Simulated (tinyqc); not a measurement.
Van der Pauw, Hall and four-point-probe measurements on a doped layer: one step of the calculation.

A uniform p-type layer with sheet resistance Rs = 1/(q ns mu), point contacts, low field (mu B small).

Question. New z. The van der Pauw equation exp(-pi RA z) + exp(-pi RB z) = 1 is solved for z = 1/Rs: e1 = exp(-pi RA z), e2 = exp(-pi RB z), f = e1 + e2 - 1, f' = -pi (RA e1 + RB e2), z(new) = z - f/f'.

z after iteration 1 = 0.23153398 mS
RA = 36.518604 ohm
RB = 3116.4237 ohm

Find: e1; e2; f; f'; z after iteration 2.

Answer.

e1 = 0.9738
e2 = 0.1036
f = 0.07743
f' = -1.126 kohm
z after iteration 2 = 0.3003 mS

tinyqc, about 0.01 s, one thread, Intel Xeon 2.30GHz (shared host): `OMP_NUM_THREADS=1 python tinyqc.py 2850117 2850118 out.jsonl`
